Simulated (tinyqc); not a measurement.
Minimum-mode following (dimer method) and harmonic rate on a two-dimensional model surface: one step, computed by the program tinyqc. Command: `OMP_NUM_THREADS=1 python tinyqc.py 3017341 3017342 out.jsonl dimer walk`. One thread of a shared host (Intel(R) Xeon(R) Processor @ 2.30GHz), about 0.01 s of CPU time with the checks.

V(x, y) = -A (cos kx + cos ky) - B cos kx cos ky + (C sin ky + S sin kx)(1 - cos kx), k = 2 pi/a; the atom hops from the minimum at (0, 0) to that at (a, 0).

Problem. Dimer step 1. Dimer at R with unit axis N = (cos phi, sin phi) and normal T = (-sin phi, cos phi). Gradients g at R +/- delta N and at R +/- delta T give H N and H T by central differences, (g+ - g-)/(2 delta). With C_N = N.H N, C_T = T.H T and b = T.H N, rotate by theta = (1/2) atan2(-2b, C_T - C_N), the angle of least curvature C = (C_N + C_T)/2 - sqrt((C_N - C_T)^2/4 + b^2). Translate along F = -g + 2 (g.N) N if C < 0, else along F = (g.N) N, with the new axis: R(new) = R + eta F, the move limited to 0.2 angstrom.

Inputs (values chosen for the exercise, for a model surface):
```
quantity            value           unit
amplitude A           0.2             eV
amplitude B         0.031             eV
skew C              0.088             eV
asymmetry S        -0.013             eV
period a              3.9       angstrom
half length delta    0.01       angstrom
step factor eta      0.64  angstrom^2/eV
```

Surface: adatom on a square lattice.

R at the start (angstrom): 1.004062  -0.271721

phi at the start = -25 degrees

Give: C_N, C_T, b; rotation theta; phi after step 1; least curvature C; gradient g; effective force F; R after step 1.

Solution.

C_N, C_T, b (eV/angstrom^2): -0.0691  0.6540  -0.0564

rotation theta = 4.435 degrees

phi after step 1 = -20.56 degrees

least curvature C = -0.07346 eV/angstrom^2

gradient g (eV/angstrom): 0.2871  -0.0012

effective force F (eV/angstrom): 0.2171  -0.1880

R after step 1 (angstrom): 1.143  -0.392

The curvature is negative, so the force along the axis is inverted.
